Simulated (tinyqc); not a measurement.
# Gap voltage and exponent from three temperatures

Problem. At constant current VBE(T) = Vg0 - a T - eta (kB T/q) ln T, where a is a constant. Find Vg0, eta and dVBE/dT at the middle temperature.

Constants: q = 1.602176634e-19 C, kB = 1.380649e-23 J/K. Results are converted to the units shown.

T (K): [253, 330, 360]
VBE at a constant current (V): [0.8183809779, 0.6829691639, 0.6284418810]

Answer. The relation is linear in Vg0, a and eta, so three points give a linear system; the slope is (VBE - Vg0 - eta kB T/q)/T. eta rests on the curvature of VBE(T) alone, so real fits need accuracy of some tens of microvolts or better.

Vg0 = 1.164 V
eta = 4.000
dVBE/dT = -1.802 mV/K

tinyqc, about 0.02 s, one thread, Intel Xeon 2.30GHz (shared host): `OMP_NUM_THREADS=1 python tinyqc.py 2062033 2062034 out.jsonl`
